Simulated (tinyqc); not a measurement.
Choosing the metal: Schottky barrier with interface states (Cowley-Sze model), image lowering and contact resistance. Computed by tinyqc, a small Python program. Command: `OMP_NUM_THREADS=1 python tinyqc.py 3023760 3023761 out.jsonl pinning walk`. One thread of a shared host (Intel(R) Xeon(R) Processor @ 2.30GHz), about 0.01 s of CPU time with the checks.

An n-type semiconductor under a metal. The barrier lies between the Schottky-Mott limit phi_M - chi and the Bardeen limit E_g - E_n, E_n being the neutrality level of the interface states; the space-charge term of the full Cowley-Sze expression is left out.

Inputs (values chosen for the exercise, with gap, mass and screening modelled on CdS):
```
quantity                                       value         unit
gap E_g                                          2.5           eV
electron affinity chi                           4.39           eV
metal work function phi_M                       5.66           eV
neutrality level E_n above the valence band     1.01           eV
interface-state density D                    4.2e+12  cm^-2 eV^-1
dipole layer thickness delta                    0.47           nm
dipole layer constant eps_i                        1            -
dielectric constant eps_s                          9            -
electron mass m_e                              0.202          m_0
valleys M_c                                        1            -
donor density N                              2.1e+15        cm^-3
temperature T                                    300            K
```

Pinning factor from: interface states.

Constants: e = 1.602176634e-19 C; eps_0 = 8.8541878128e-12 F/m; k_B = 8.617333262e-05 eV/K; hbar = 1.054571817e-34 J s; m_0 = 9.1093837015e-31 kg; k_B = 1.380649e-23 J/K; h = 6.62607015e-34 J s.

Method:
- S = 1/(1 + e^2 D delta/(eps_i eps_0)); for D per eV, e^2 D is the number e x D in SI units, with 1 cm^-2 = 1e4 m^-2.
- phi_B = S (phi_M - chi) + (1 - S)(E_g - E_n); the hole barrier is E_g - phi_B.
- A* = 4 pi e m_e M_c k_B^2/h^3 (a simple valley count); J_s = A* T^2 exp(-phi/k_B T).
- E_00 = (e hbar/2) sqrt(N/(m_e eps_s eps_0)), E_0 = E_00 coth(E_00/k_B T); scaling form of the contact resistivity rho_c = (k_B/(e A* T)) exp(phi_B/E_0), which is the thermionic result when E_00 << k_B T and keeps only the leading exponential of tunnelling when E_00 >> k_B T; image lowering is left out of it.

pinning factor S = 0.736812

Bardeen barrier = 1.49 eV

E_0 = 0.0258571 eV

Against work function:
```
phi_M (eV)  Schottky-Mott (eV)  phi_B (eV)  J_0 (A/cm^2)  rho_c (ohm cm^2)
4.39                      0.00      0.3921    5.6439e-01        4.5668e-02
4.62                      0.23      0.5616    8.0290e-04        3.2060e+01
4.85                      0.46      0.7311    1.1422e-06        2.2507e+04
5.08                      0.69      0.9006    1.6249e-09        1.5800e+07
5.30                      0.91      1.0626    3.0739e-12        8.3419e+09
5.53                      1.14      1.2321    4.3729e-15        5.8562e+12
5.76                      1.37      1.4016    6.2209e-18        4.1112e+15
5.99                      1.60      1.5710    8.8498e-21        2.8862e+18
```

What does the comparison show, and why?

A span of 1.60 eV in work function moves the barrier by 1.179 eV (slope S = 0.737) and rho_c by 19.8 decades. The barrier equals its Schottky-Mott value only at phi_M = chi + E_g - E_n = 5.88 eV, where the interface states are neutral.
